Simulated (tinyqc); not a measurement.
Ellipsometry and reflectance of a transparent film on an absorbing substrate: two steps of the calculation.

Air (index 1), film, substrate with N2 = n2 - i k2; time factor exp(+i w t). q_j = sqrt(N_j^2 - sin^2 th), root with positive real part. Fresnel coefficients r_s = (q_a - q_b)/(q_a + q_b), r_p = (N_b^2 q_a - N_a^2 q_b)/(N_b^2 q_a + N_a^2 q_b). tan(Psi) exp(i Delta) = R_p/R_s, Delta taken from 0 to 360 degrees.

Inputs (values chosen for the exercise); indices close to those of silicon dioxide on silicon:
- lam = 546.1 nm (wavelength)
- th = 70 degrees (angle of incidence)
- n1 = 1.448 (index of the transparent film)
- d = 6.3 nm (film thickness)
- n2 = 4.086 (index of the substrate)
- k2 = 0.031 (extinction coefficient of the substrate)

Task 1. Interface coefficients and thickness period. q0, q1, q2 and the coefficients r01 and r12 for p and s; the results repeat in d with the period lam/(2 q1).

Find: q0; q1; q2; r01,p; r01,s; r12,p; r12,s; period.

Result 1.

q0 = 0.34202
q1 = 1.1017
q2 = 3.9765-0.0319i
r01,p = -0.21144
r01,s = -0.52619
r12,p = 0.37619-0.00307i
r12,s = -0.56613+0.00272i
period = 247.85 nm

Task 2. Psi, Delta and reflectances. beta = 2 pi d q1/lam, X = exp(-2 i beta), R = (r01 + r12 X)/(1 + r01 r12 X) for p and s.

q1 = 1.1016723
r01,p = -0.21143609
r01,s = -0.52618696
r12,p = 0.37619191-0.00307471i
r12,s = -0.56613038+0.00272154i

Wanted: beta; X; R_p; R_s; Psi; Delta; |R_p|^2; |R_s|^2.

Result 2.

beta = 0.07985 rad
X = 0.9873-0.1590i
R_p = 0.1720-0.0707i
R_s = -0.8398+0.0400i
Psi = 12.47 degrees
Delta = 160.4 degrees
|R_p|^2 = 0.03459
|R_s|^2 = 0.7069

The bare substrate gives Psi = 12.01 and Delta = 178.97 degrees.

Numbers from tinyqc (`OMP_NUM_THREADS=1 python tinyqc.py 2870170 2870171 out.jsonl`; about 0.01 s on one thread of a shared Intel Xeon 2.30GHz).
